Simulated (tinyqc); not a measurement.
Worked calculation: Pariser-Parr-Pople SCF with singles CI, for the molecule Fc1cc(F)c2c(c1)C=C2 (SMILES; centres numbered as the heavy atoms are written). Computed by tinyqc, a small Python program that keeps every step. Settings: charge = 0, gamma = MN, start = huckel, damping = 0, iteration cap = 67, excitations kept = 6. Command: `OMP_NUM_THREADS=1 python tinyqc.py 26670 26671 out.jsonl` (the two numbers bound the seeds that draw the settings). One thread of a shared host (Intel(R) Xeon(R) Processor @ 2.60GHz), about 0.02 s of CPU time with the checks. Later iterations appear only in the table of the cycle.

## PPP integrals

Centres (angstrom, eV; a flat drawing with bonds scaled to 1.40 angstrom):
```
centre          x          y  core charge z          W   gamma_rr
1F       3.050000   0.620000              2  40.980000  19.780000
2C       1.680000   0.333000              1  11.660000  10.810000
3C       1.243000  -0.998000              1  11.660000  10.810000
4C      -0.127000  -1.284000              1  11.660000  10.810000
5F      -0.564000  -2.615000              2  40.980000  19.780000
6C      -1.061000  -0.241000              1  11.660000  10.810000
7C      -0.624000   1.089000              1  11.660000  10.810000
8C       0.746000   1.376000              1  11.660000  10.810000
9C      -1.954000   1.526000              1  11.660000  10.810000
10C     -2.391000   0.195000              1  11.660000  10.810000
```

Resonance integrals (eV):
```
i    j       beta
1    2  -2.290000
2    3  -2.480000
3    4  -2.480000
4    5  -2.290000
4    6  -2.480000
6    7  -2.480000
7    8  -2.480000
7    9  -2.480000
9   10  -2.480000
8    2  -2.480000
10   6  -2.480000
```

Mataga-Nishimoto: gamma = 14.399645/(R + a), a = 2 x 14.399645/(gamma_rr + gamma_ss); H_rr = -W_r - sum_(s != r) z_s gamma_rs; H_rs = beta for bonds.

repulsion gamma_rs (eV):
```
            1F         2C         3C         4C         5F         6C         7C         8C
1F   19.780000   6.150541   4.276716   3.099820   2.581334   2.800585   3.099848   4.277560
2C    6.150541  10.810000   5.268863   3.832827   3.099127   3.484468   3.832824   5.270463
3C    4.276716   5.268863  10.810000   5.271503   4.277564   3.832506   3.484663   3.832207
4C    3.099820   3.832827   5.271503  10.810000   6.147483   5.270463   3.833206   3.485195
5F    2.581334   3.099127   4.277564   6.147483  19.780000   4.276792   3.099399   2.800420
6C    2.800585   3.484468   3.832506   5.270463   4.276792  10.810000   5.270695   3.832827
7C    3.099848   3.832824   3.484663   3.833206   3.099399   5.270695  10.810000   5.271108
8C    4.277560   5.270463   3.832207   3.485195   2.800420   3.832827   5.271108  10.810000
9C    2.389262   2.792316   2.663977   3.074359   2.712040   4.347850   5.270695   3.567597
10C   2.250284   2.663934   2.792316   3.567493   3.354073   5.271296   4.347258   3.074212

            9C        10C
1F    2.389262   2.250284
2C    2.792316   2.663934
3C    2.663977   2.792316
4C    3.074359   3.567493
5F    2.712040   3.354073
6C    4.347850   5.271296
7C    5.270695   4.347258
8C    3.567597   3.074212
9C   10.810000   5.268863
10C   5.268863  10.810000
```

core matrix H (eV):
```
             1F          2C          3C          4C          5F          6C          7C          8C
1F   -74.487283   -2.290000    0.000000    0.000000    0.000000    0.000000    0.000000    0.000000
2C    -2.290000  -57.305031   -2.480000    0.000000    0.000000    0.000000    0.000000   -2.480000
3C     0.000000   -2.480000  -55.914595   -2.480000    0.000000    0.000000    0.000000    0.000000
4C     0.000000    0.000000   -2.480000  -58.489653   -2.290000   -2.480000    0.000000    0.000000
5F     0.000000    0.000000    0.000000   -2.290000  -75.909567    0.000000    0.000000    0.000000
6C     0.000000    0.000000    0.000000   -2.480000    0.000000  -57.124858   -2.480000    0.000000
7C     0.000000    0.000000    0.000000    0.000000    0.000000   -2.480000  -55.368943   -2.480000
8C     0.000000   -2.480000    0.000000    0.000000    0.000000    0.000000   -2.480000  -54.149570
9C     0.000000    0.000000    0.000000    0.000000    0.000000    0.000000   -2.480000    0.000000
10C    0.000000    0.000000    0.000000    0.000000    0.000000   -2.480000    0.000000    0.000000

             9C         10C
1F     0.000000    0.000000
2C     0.000000    0.000000
3C     0.000000    0.000000
4C     0.000000    0.000000
5F     0.000000    0.000000
6C     0.000000   -2.480000
7C    -2.480000    0.000000
8C     0.000000    0.000000
9C   -48.848262   -2.480000
10C   -2.480000  -49.854088
```

## Starting guess

pi electrons, sum of z_r less the charge = 12

Orbitals of the Hueckel matrix of the beta values.

P at the start:
```
            1F         2C         3C         4C         5F         6C         7C         8C
1F    1.402739   0.664463  -0.371884  -0.141685   0.253868   0.137466  -0.252646   0.000000
2C    0.664463   1.000000   0.566153   0.000000  -0.141685  -0.136767   0.000000   0.445985
3C   -0.371884   0.566153   1.343393   0.532258  -0.234418  -0.126934  -0.223041   0.000000
4C   -0.141685   0.000000   0.532258   1.000000   0.633165   0.501049   0.000000  -0.102873
5F    0.253868  -0.141685  -0.234418   0.633165   1.529673  -0.254675   0.046693   0.000000
6C    0.137466  -0.136767  -0.126934   0.501049  -0.254675   1.362097   0.393451   0.000000
7C   -0.252646   0.000000  -0.223041   0.000000   0.046693   0.393451   1.000000   0.782221
8C    0.000000   0.445985   0.000000  -0.102873   0.000000   0.000000   0.782221   1.000000
9C   -0.137466   0.016673   0.126934  -0.184650   0.254675  -0.362097   0.342884   0.000000
10C   0.268041   0.000000   0.055064   0.000000  -0.217196   0.461891   0.000000  -0.422664

            9C        10C
1F   -0.137466   0.268041
2C    0.016673   0.000000
3C    0.126934   0.055064
4C   -0.184650   0.000000
5F    0.254675  -0.217196
6C   -0.362097   0.461891
7C    0.342884   0.000000
8C    0.000000  -0.422664
9C    1.362097   0.697108
10C   0.697108   1.000000
```

## Iteration 1: Fock matrix

F_rr = H_rr + P_rr gamma_rr / 2 + sum_(s != r) P_ss gamma_rs; F_rs = H_rs - P_rs gamma_rs / 2; E = tr P (H + F) / 2 + core repulsion sum_(r<s) z_r z_s gamma_rs.

F (eV):
```
             1F         2C         3C         4C          5F         6C         7C         8C
1F   -24.973157  -4.333402   0.795221   0.219598   -0.327659  -0.192492   0.391582   0.000000
2C    -4.333402  -7.303983  -3.971490   0.000000    0.219549   0.238281   0.000000  -3.655274
3C     0.795221  -3.971490  -6.612770  -3.882901    0.501370   0.243238   0.388611   0.000000
4C     0.219598   0.000000  -3.882901  -6.165892   -4.236186  -3.800380   0.000000   0.179267
5F    -0.327659   0.219549   0.501370  -4.236186  -23.393740   0.544596  -0.072360   0.000000
6C    -0.192492   0.238281   0.243238  -3.800380    0.544596  -5.091632  -3.516880   0.000000
7C     0.391582   0.000000   0.388611   0.000000   -0.072360  -3.516880  -4.550530  -4.541585
8C     0.000000  -3.655274   0.000000   0.179267    0.000000   0.000000  -4.541585  -6.131305
9C     0.164221  -0.023278  -0.169075   0.283840   -0.345344   0.787173  -3.383619   0.000000
10C   -0.301584   0.000000  -0.076878   0.000000    0.364246  -3.697383   0.000000   0.649679

            9C        10C
1F    0.164221  -0.301584
2C   -0.023278   0.000000
3C   -0.169075  -0.076878
4C    0.283840   0.000000
5F   -0.345344   0.364246
6C    0.787173  -3.697383
7C   -3.383619   0.000000
8C    0.000000   0.649679
9C   -4.511285  -4.316483
10C  -4.316483  -4.401091
```

pi energy = -218.769670 eV

## Iteration 1: orbitals and new P

Diagonalise F (the basis is taken as orthonormal) and form P = 2 sum c c over the lowest orbitals.

orbital energies (eV): [-26.050742, -24.377793, -13.700163, -11.460925, -10.333554, -7.265823, -3.554265, -0.631540, 0.187382, 4.052036]

P after iteration 1:
```
            1F         2C         3C         4C         5F         6C         7C         8C
1F    1.948914   0.220305  -0.165476  -0.015845   0.009758   0.093521  -0.056628  -0.076384
2C    0.220305   0.996378   0.734568   0.003652  -0.024029  -0.339875   0.055038   0.510755
3C   -0.165476   0.734568   1.113002   0.531782  -0.096618  -0.048048  -0.308450  -0.096499
4C   -0.015845   0.003652   0.531782   0.990329   0.223003   0.722723   0.001393  -0.149467
5F    0.009758  -0.024029  -0.096618   0.223003   1.949171  -0.159165   0.008321   0.031028
6C    0.093521  -0.339875  -0.048048   0.722723  -0.159165   1.050356   0.486454   0.061955
7C   -0.056628   0.055038  -0.308450   0.001393   0.008321   0.486454   0.845194   0.750344
8C   -0.076384   0.510755  -0.096499  -0.149467   0.031028   0.061955   0.750344   1.114205
9C   -0.055774   0.165726   0.063398  -0.348526   0.105947  -0.098990   0.236500  -0.062590
10C   0.048999  -0.066274   0.131717   0.031271  -0.041776   0.270106   0.137844  -0.341855

            9C        10C
1F   -0.055774   0.048999
2C    0.165726  -0.066274
3C    0.063398   0.131717
4C   -0.348526   0.031271
5F    0.105947  -0.041776
6C   -0.098990   0.270106
7C    0.236500   0.137844
8C   -0.062590  -0.341855
9C    1.079036   0.869951
10C   0.869951   0.913413
```

## Iteration 2: Fock matrix

As before.

F (eV):
```
             1F         2C         3C         4C          5F         6C         7C         8C
1F   -21.261754  -2.967496   0.353848   0.024558   -0.012595  -0.130957   0.087768   0.163369
2C    -2.967496  -6.013911  -4.415169  -0.006999    0.037234   0.592141  -0.105475  -3.825957
3C     0.353848  -4.415169  -6.090212  -3.881645    0.206644   0.092072   0.537423   0.184902
4C     0.024558  -0.006999  -3.881645  -6.192174   -2.975455  -4.384544  -0.002670   0.260461
5F    -0.012595   0.037234   0.206644  -2.975455  -21.442555   0.340358  -0.012895  -0.043445
6C    -0.130957   0.592141   0.092072  -4.384544    0.340358  -6.464780  -3.761974  -0.118732
7C     0.087768  -0.105475   0.537423  -0.002670   -0.012895  -3.761974  -6.157239  -4.457572
8C     0.163369  -3.825957   0.184902   0.260461   -0.043445  -0.118732  -4.457572  -6.225539
9C     0.066630  -0.231380  -0.084445   0.535747   -0.143666   0.215197  -3.103261   0.111649
10C   -0.055131   0.088274  -0.183897  -0.055779    0.070060  -3.191905  -0.299622   0.525468

            9C        10C
1F    0.066630  -0.055131
2C   -0.231380   0.088274
3C   -0.084445  -0.183897
4C    0.535747  -0.055779
5F   -0.143666   0.070060
6C    0.215197  -3.191905
7C   -3.103261  -0.299622
8C    0.111649   0.525468
9C   -6.472295  -4.771825
10C  -4.771825  -6.377071
```

pi energy = -232.003327 eV

## Iteration 2: orbitals and new P

As before.

orbital energies (eV): [-22.043285, -21.855265, -14.948465, -12.083566, -10.958317, -9.026937, -3.431061, -1.053009, 0.199629, 2.502744]

P after iteration 2:
```
            1F         2C         3C         4C         5F         6C         7C         8C
1F    1.972271   0.169127  -0.120610  -0.014574   0.004421   0.065431  -0.023278  -0.071579
2C    0.169127   0.952682   0.741558   0.034833  -0.017688  -0.337622   0.043098   0.526951
3C   -0.120610   0.741558   1.063579   0.543873  -0.078101  -0.037045  -0.329992  -0.019209
4C   -0.014574   0.034833   0.543873   0.954032   0.169312   0.733019  -0.023376  -0.185864
5F    0.004421  -0.017688  -0.078101   0.169312   1.972296  -0.118623   0.004168   0.032415
6C    0.065431  -0.337622  -0.037045   0.733019  -0.118623   1.086975   0.513659   0.007345
7C   -0.023278   0.043098  -0.329992  -0.023376   0.004168   0.513659   0.951096   0.759879
8C   -0.071579   0.526951  -0.019209  -0.185864   0.032415   0.007345   0.759879   1.030517
9C   -0.031808   0.148219   0.040895  -0.313504   0.063516  -0.090067   0.200698  -0.021115
10C   0.018675  -0.047227   0.131517   0.036102  -0.019203   0.222246   0.064876  -0.319979

            9C        10C
1F   -0.031808   0.018675
2C    0.148219  -0.047227
3C    0.040895   0.131517
4C   -0.313504   0.036102
5F    0.063516  -0.019203
6C   -0.090067   0.222246
7C    0.200698   0.064876
8C   -0.021115  -0.319979
9C    1.060439   0.905835
10C   0.905835   0.956113
```

## Convergence

Stop when output and input P, before any damping, agree to 1e-7.

Course of the cycle:
```
iteration         E (eV)  largest |P(out) - P(in)|
1          -218.76966958                  5.46e-01
2          -232.00332740                  1.06e-01
3          -232.40367682                  2.81e-02
4          -232.44867486                  1.55e-02
5          -232.46069619                  9.12e-03
6          -232.46453038                  5.24e-03
7          -232.46580801                  2.99e-03
8          -232.46624076                  1.69e-03
9          -232.46638874                  9.60e-04
10         -232.46643970                  5.44e-04
11         -232.46645736                  3.23e-04
...                  ...                       ...
18         -232.46646682                  9.54e-06
19         -232.46646683                  5.76e-06
20         -232.46646683                  3.48e-06
21         -232.46646683                  2.10e-06
22         -232.46646683                  1.27e-06
23         -232.46646683                  7.63e-07
24         -232.46646683                  4.60e-07
25         -232.46646683                  2.78e-07
26         -232.46646683                  1.67e-07
27         -232.46646683                  1.01e-07
28         -232.46646683                  6.08e-08
```

Converged in 28 iterations.

## Converged orbitals

Charges are z - P_rr.

orbital energies (eV): [-21.909688, -21.857311, -14.795503, -12.246168, -11.020877, -9.074551, -3.191147, -1.092302, 0.113606, 2.590575]

coefficients:
```
          MO1        MO2        MO3        MO4        MO5        MO6        MO7        MO8
1F   0.855091  -0.476539  -0.076582  -0.134918  -0.054352  -0.061883  -0.051075   0.040267
2C   0.175026  -0.085919   0.212757   0.508766   0.225670   0.305182   0.306183  -0.273084
3C   0.057649   0.015919   0.218962   0.543724  -0.278849   0.308108  -0.303193  -0.244256
4C   0.102480   0.166229   0.280885   0.237153  -0.523035  -0.199184  -0.182296   0.564834
5F   0.471189   0.857809  -0.100725  -0.063932   0.124328   0.040202   0.030773  -0.084289
6C   0.024409   0.037804   0.472255  -0.141797  -0.335542  -0.401876   0.351950  -0.324584
7C   0.014735   0.004571   0.485558  -0.135539   0.337272  -0.356557  -0.386415  -0.328034
8C   0.038498  -0.017156   0.319218   0.251384   0.563461  -0.160498   0.211057   0.542908
9C   0.004034   0.002017   0.355268  -0.362720   0.106949   0.487908  -0.470197   0.135114
10C  0.005361   0.007635   0.353520  -0.365721  -0.155149   0.462992   0.488592   0.109702

           MO9       MO10
1F   -0.075350   0.031157
2C    0.533458  -0.246802
3C   -0.517975   0.245500
4C    0.232478  -0.327372
5F   -0.032432   0.041640
6C    0.167380   0.472770
7C   -0.169816  -0.467951
8C   -0.226406   0.315164
9C    0.373850   0.337049
10C  -0.372119  -0.336930
```

pi charges: 1F 0.021757, 2C 0.027624, 3C -0.039690, 4C 0.026976, 5F 0.021675, 6C -0.038498, 7C 0.009477, 8C -0.020236, 9C -0.014588, 10C 0.005503

## Singles CI, singlets

Over the 6 single excitations with the smallest orbital gaps: A = (e_a - e_i) delta + 2 (ia|jb) - (ij|ab), with (pq|rs) = sum c_mp c_mq gamma_mn c_nr c_ns. f = 2/3 w |mu|^2 in atomic units, mu = sqrt2 sum c_ia sum_m c_mi c_ma R_m.

singlet CI matrix (eV), order 6>7, 5>7, 6>8, 4>7, 6>9, 5>8:
$$\begin{pmatrix}
2.162023 & -0.015433 & -0.045131 & 0.074327 & 0.065235 & -0.069491 \\
-0.015433 & 4.727645 & -0.948227 & 0.009337 & 0.017002 & 0.050434 \\
-0.045131 & -0.948227 & 4.836536 & 0.021272 & 0.010045 & 0.022815 \\
0.074327 & 0.009337 & 0.021272 & 6.112970 & 0.557125 & 0.360738 \\
0.065235 & 0.017002 & 0.010045 & 0.557125 & 6.233160 & 0.343319 \\
-0.069491 & 0.050434 & 0.022815 & 0.360738 & 0.343319 & 6.802585
\end{pmatrix}$$

singlet excitation energies (eV): [2.157277, 3.832277, 5.610342, 5.732490, 6.275266, 7.267267]

oscillator strengths: [0.003914, 0.002031, 0.015223, 1.311329, 0.080062, 1.646666]

## Singles CI, triplets

Over the 6 single excitations with the smallest orbital gaps: A = (e_a - e_i) delta - (ij|ab), with (pq|rs) = sum c_mp c_mq gamma_mn c_nr c_ns.

triplet CI matrix (eV), order 6>7, 5>7, 6>8, 4>7, 6>9, 5>8:
$$\begin{pmatrix}
0.630802 & 0.049307 & 0.036389 & 0.448604 & 0.422889 & 0.410335 \\
0.049307 & 3.321569 & 0.410335 & -0.048889 & -0.013779 & -0.074595 \\
0.036389 & 0.410335 & 3.496610 & -0.004886 & -0.035776 & -0.063345 \\
0.448604 & -0.048889 & -0.004886 & 4.455696 & -1.118116 & -0.106300 \\
0.422889 & -0.013779 & -0.035776 & -1.118116 & 4.529135 & -0.059230 \\
0.410335 & -0.074595 & -0.063345 & -0.106300 & -0.059230 & 4.330776
\end{pmatrix}$$

triplet excitation energies (eV): [0.449843, 2.988731, 3.500466, 3.821842, 4.391389, 5.612316]
